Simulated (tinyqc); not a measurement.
Comparisons within one model: trap in a gate oxide as a short-range spherical well. A value that a table varies takes the place of the one given here.

A spherical well of radius R and depth V0 below the conduction edge, one mass m, c = hbar^2/2m0. The s level at binding Et solves k cot(k R) = -kappa with k = sqrt(m (V0 - Et)/c), kappa = sqrt(m Et/c); it exists for V0 > Vc = c (pi/2R)^2/m. Outside, psi falls as exp(-kappa r)/r.

Lucovsky model (delta well, plane-wave final states, no local-field factor): sigma = (32 pi alpha c/(3 n_r m Et)) (x - 1)^(3/2)/x^3, x = h nu/Et, c = hbar^2/2m0; 1 angstrom^2 = 1e-16 cm^2.

Energies from the conduction edge of the channel. The trap level at depth x is E_T = dEc - Et - e Fox x (1 MV/cm = 0.01 eV/angstrom). An electron at the channel edge tunnels with the WKB exponent S = (4/3) sqrt(m/c) [dEc^(3/2) - (dEc - e Fox x)^(3/2)]/(e Fox), c = hbar^2/2m0; tau = t0 exp(S); the occupation is f = 1/(1 + exp((E_T - EF)/kB T)), tau_c = tau/f and tau_e = tau/(1 - f). Lattice relaxation is left out; a level below the channel edge needs phonons as well, so tau is then a lower bound, while a level above it can also empty elastically at its own energy, through a thinner barrier, faster than this tau.

Constants: hbar^2/2m0 = 3.80998211 eV angstrom^2; fine-structure constant alpha = 0.007297352564; kB = 8.617333262e-05 eV/K.

Inputs chosen for the exercise (near those of SiO2 on Si; not measured data): R = 4.5 angstrom (radius of the well); m = 0.425 m0 (mass); fV = (1.03, 1.15, 1.23, 1.51, 2.25, 3.42, 5.2) (V0/Vc); n_r = 1.48 (refractive index); xs = (1.05, 1.26, 1.53, 1.91, 2.29, 3.13, 3.72, 8.04) (photon energies h nu/Et); dEc = 3.06 eV (conduction offset to the channel); Fox = 5.7 MV/cm (oxide field, lowering levels away from the channel); t0 = 0.41 x 1e-11 s (time constant at the interface); T = 400 K (temperature); EF = 0.08 eV (Fermi level above the channel edge); ds = (2, 4, 7, 10, 14, 19) angstrom (depths); V0 = 5.44 eV (depth of the well); x = 8 angstrom (depth of the trap).

## From threshold to a deep level

Et against the depth at fixed R; near threshold Et = (pi^2/16)(V0 - Vc)^2/Vc.

Results:
```
V0/Vc  V0 (eV)    Et (eV)  threshold form (eV)  1/kappa (angstrom)  share outside
1.03     1.125  0.0005934            0.0006064               122.9          0.964
1.15     1.256    0.01367              0.01516                25.6          0.841
1.23     1.344    0.03055              0.03564                17.1          0.774
1.51     1.649     0.1284               0.1753                 8.4          0.599
2.25     2.458     0.5620                1.053                 4.0          0.363
3.42     3.736      1.487                3.946                 2.5          0.212
5.20     5.680      3.119                11.89                 1.7          0.123
```

The threshold form holds to 10 % up to V0/Vc = 1.03 of those listed. There the state is mostly outside the well (96 % in the first row) and knows only Et, which is why a delta-well model works; more than half is inside from V0/Vc = 2.25 on. A second s level would need V0/Vc > 9.

## Neutral against charged centre

Et = 2.90915 eV

Lucovsky cross-section, its shape relative to the peak, and the shape of a hydrogen-like centre relative to threshold: x^-4 exp(4 - 4 atan(e)/e)/(1 - exp(-2 pi/e)), e = sqrt(x - 1).

Results:
```
x     h nu (eV)  sigma (1e-18 cm^2)  relative to peak  hydrogen-like
1.05      3.055               0.492             0.077          0.878
1.26      3.666                3.37             0.530          0.536
1.53      4.451                5.49             0.862          0.314
1.91      5.556                6.34             0.997          0.168
2.29      6.662                6.21             0.976          0.100
3.13      9.106                5.16             0.811          0.040
3.72     10.822                4.44             0.697          0.024
8.04     23.390                1.83             0.288          0.002
```

The short-range centre starts from zero, reaches half its peak at x = 1.24 and peaks at x = 2; in the last row it still has 29 % of the peak. The Coulomb centre is largest at threshold and is down to 0.2 % there. Reading the peak as the threshold would misplace the level by a factor 2, here 2.91 eV. Rows above the gap, about 9 eV, are hidden by band-to-band absorption.

## Depth of the trap

Each depth has its own level and time; the corner frequency is 1/(2 pi tau).

Results:
```
x (angstrom)  E_T (eV)      S  tau (s)  corner (Hz)      f
2                0.037   2.32  4.2e-11      3.8e+09  0.778
4               -0.077   4.59  4.0e-10      4.0e+08  0.990
7               -0.248   7.91  1.1e-08      1.4e+07  1.000
10              -0.419  11.12  2.8e-07      5.7e+05  1.000
14              -0.647  15.24  1.7e-05      9.3e+03  1.000
19              -0.932  20.10   0.0022           72  1.000
```

tau spans 7.7 decades, one decade for each 2.03 angstrom at the start and 2.37 at the end, where the field has thinned the barrier. Traps spread evenly in depth are thus spread nearly evenly in ln tau; if levels near EF exist at every depth, this sums to 1/f noise and to charging that grows as ln t. With the single Et of this table only depths where f is neither 0 nor 1 contribute. The level stays below EF at all these depths.

## What each parameter does

Et from the well, then the level and the time. Each row changes one parameter from the base and keeps the others.

Results:
```
case             Et (eV)  E_T (eV)  log10 tau (s)  ln(tau_c/tau_e)
base               2.909    -0.305          -7.48            -11.2
x = 10 angstrom    2.909    -0.419          -6.56            -14.5
Fox = 6.7 MV/cm    2.909    -0.385          -7.51            -13.5
dEc = 2.82 eV      2.909    -0.545          -7.65            -18.1
m = 0.468 m0       3.080    -0.476          -7.29            -16.1
V0 = 5.71 eV       3.145    -0.541          -7.48            -18.0
T = 450 K          2.909    -0.305          -7.48             -9.9
EF = 0.13 eV       2.909    -0.305          -7.48            -12.6
```

The largest shifts from the base row, up to three for each result and ties (the steps differ in size, so this ranks the rows, not the parameters). Et (eV): V0 +0.236, m +0.171; unchanged at the printed digits by x, Fox, dEc, T and EF. E_T (eV): dEc -0.240, V0 -0.236, m -0.171; unchanged at the printed digits by T and EF. log10 tau (s): x +0.93, m +0.19, dEc -0.17; unchanged at the printed digits by V0, T and EF. ln(tau_c/tau_e): dEc -7.0, V0 -6.8, m -5.0.

tinyqc: `OMP_NUM_THREADS=1 python tinyqc.py 1282464 1282465 out.jsonl`; about 0.01 s, one thread, shared Intel(R) Xeon(R) Processor @ 2.30GHz.
